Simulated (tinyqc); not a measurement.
UHF in the sto-6g basis, for H6, spin multiplicity 1, step by step. One step of it, computed by the program tinyqc.

Question. Iteration 2: DIIS coefficients. Solve [B -1; -1 0][c; lambda] = [0; -1] for the coefficients, which sum to one.

B (overlaps of the stored error matrices):
```
[[1.1924935e-01, 1.5001594e-02],
 [1.5001594e-02, 1.8398187e-02]]
```

Give: DIIS coefficients.

Answer.

DIIS coefficients: [0.0316, 0.9684]
